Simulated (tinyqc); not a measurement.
Changing the width sigma of the defect charge: finite-size error of a charged defect in a periodic cell: Madelung and Makov-Payne terms. Computed by tinyqc, a small Python program. Command: `OMP_NUM_THREADS=1 python tinyqc.py 3002431 3002432 out.jsonl imagecharge sweep`. One thread of a shared host (Intel(R) Xeon(R) Processor @ 2.30GHz), about 0.06 s of CPU time with the checks.

L is the cube root of the cell volume. The defect charge is a Gaussian, rho(r) = q (2 pi sigma^2)^(-3/2) exp(-r^2/2 sigma^2), repeated periodically in a uniform neutralising background and screened by a continuum. The model cell energy is E(L) = E_0 + [periodic - isolated electrostatic energy].

Inputs (values chosen for the exercise, for a model uniaxial host):
```
quantity,value,unit
charge q,1,e
cell length L,11.2,angstrom
dielectric constant eps_xy,10.7,-
dielectric constant eps_z,19.9,-
axis ratio c/a,1.05,-
formation energy of the isolated defect E_0,3.294,eV
```

Supercell lattice: hexagonal. Screening: uniaxial.

Constants: e^2/(4 pi eps_0) = 14.39964548 eV angstrom.

Method:
- Cell vectors: (1,0,0), (-1/2,sqrt(3)/2,0), (0,0,c/a), scaled to volume L^3.
- Ewald sum for a unit point charge: scale each Cartesian component of the cell by 1/sqrt(eps_i), giving R', G' and V'; E = [ (1/2) sum erfc(eta R')/R' + (2 pi/V') sum exp(-G'^2/4 eta^2)/G'^2 - eta/sqrt(pi) - pi/(2 V' eta^2) ] e^2/(4 pi eps_0) / sqrt(eps_x eps_y eps_z), over n_i = -6..6, omitting n = (0,0,0), eta = 2/V'^(1/3). alpha = -2 E eps_g L/(e^2/(4 pi eps_0)), eps_g = (eps_x eps_y eps_z)^(1/3).
- Periodic energy of the Gaussian: (2 pi q^2/V) sum_(G != 0) exp(-sigma^2 G^2)/(G.eps.G) x e^2/(4 pi eps_0), n_i = -k..k with k = max(9, L/sigma rounded up). Isolated energy: q^2/(2 sqrt(pi) sigma) <1/(n.eps.n)> e^2/(4 pi eps_0), the mean over directions n (64 Gauss-Legendre points in cos(theta)).

One run for each value:
```
width sigma of the defect charge (angstrom),finite-size error (eV),isolated energy (eV),point-charge correction -q^2 E (eV)
0.70,-0.13593,0.43730,0.13814
0.88,-0.13463,0.34785,0.13814
1.10,-0.13263,0.27828,0.13814
1.40,-0.12914,0.21865,0.13814
1.80,-0.12308,0.17006,0.13814
2.20,-0.11540,0.13914,0.13814
2.80,-0.10173,0.10932,0.13814
3.50,-0.08579,0.08746,0.13814
```

What does the table show, and why?

Over the rows, finite-size error (eV) rises from -0.136 to -0.0858 (exponent d ln y / d ln x -0.042 between the first rows and -0.76 between the last); isolated energy (eV) falls from 0.437 to 0.0875 (exponent d ln y / d ln x about -1.00 throughout); point-charge correction -q^2 E (eV) does not change. The exponent of isolated energy stays at -1: the self-energy goes as 1/sigma. The true error shrinks from 98 % to 62 % of the point-charge term as the charge spreads: a delocalised charge needs less correction.

Caution (rows 2.80, 3.50): the nearest image is closer than five widths, so the tails of the charge clouds overlap and the expansion in 1/L is no longer exact.
